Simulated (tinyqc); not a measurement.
Trap density from two Hall measurements.

Problem. p-type body, charge-sheet picture, full ionisation (an idealisation for deep acceptors), Boltzmann statistics for free electrons. e = Ec - EF at the surface. psi = Eg - Vt ln(Nv/Na) - e; N_dep = sqrt(2 eps0 eps_r Na (psi - Vt)/q); n_f = sqrt(N_dep^2 + 2 eps0 eps_r Vt Nc exp(-e/Vt)/q) - N_dep; Vg = Vfb + psi + q (N_dep + n_t + n_f)/Cox, Cox = eps0 eox/tox. Find e and n_t at both points and the mean trap density between them.

Values chosen for this exercise; band and dielectric values close to those of 4H silicon carbide:
- T = 300 K (temperature)
- Eg = 3.27 eV (band gap)
- eps_r = 9.72 (relative permittivity)
- Nc = 1.72e19 cm^-3 (conduction-band density of states at T)
- Nv = 2.48e19 cm^-3 (valence-band density of states at T)
- eox = 3.9 (relative permittivity of the insulator)
- tox = 35 nm (insulator thickness)
- Na = 7.1e15 cm^-3 (acceptor density)
- Vfb = -2.03 V (flat-band voltage without trapped charge)

Constants: q = 1.602176634e-19 C, kB = 1.380649e-23 J/K, Vt = kB T/q, eps0 = 8.8541878128e-14 F/cm where lengths are in cm. Results are converted to the units shown.

Vg (V): [1.8617808, 2.6407885]
free sheet density from the Hall effect (cm^-2): [3.1620579e9, 2.3103363e11]

Solution. Each n_f fixes e; what the gate voltage holds beyond psi, N_dep and n_f is trapped; the difference quotient is the density, smeared over a few Vt.

e (eV): [0.1910, 0.07400]
n_t (cm^-2): [1.616e11, 3.319e11]
mean trap density = 1.456e12 cm^-2 eV^-1

Program tinyqc, `OMP_NUM_THREADS=1 python tinyqc.py 2222208 2222209 out.jsonl`; Intel Xeon 2.30GHz, shared host, one thread, about 0.02 s.
